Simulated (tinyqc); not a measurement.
## Mobility, diffusion coefficient and lifetime from two collectors

Inverse problem. For an injected sheet in a field F the peak time tp at distance L obeys u^2 tp^2 + 2 D tp = L^2 with u^2 = v^2 + 4 D/tau, and the pulse area goes as exp(L (v - u)/(2 D)); v = mu F. Find u, D, mu and tau without using the Einstein relation.

Inputs (values chosen for the exercise):
```
symbol,value,unit,meaning
F,21,V/cm,sweep field along the drift
```

distances (um): [920, 1900]
peak times (us): [8.53520328, 17.7608353]
ratio of the areas, far over near = 0.109371098

Solution. The two peak times give two linear equations for u^2 and D; the area ratio gives v - u, and u^2 - v^2 = 4 D/tau gives tau.

u = 1.06e4 cm/s
D = 14.3 cm^2/s
mu = 475 cm^2/(V s)
tau = 4.30e-6 s

Numbers from tinyqc (`OMP_NUM_THREADS=1 python tinyqc.py 2310011 2310012 out.jsonl`; about 0.01 s on one thread of a shared Intel Xeon 2.30GHz).
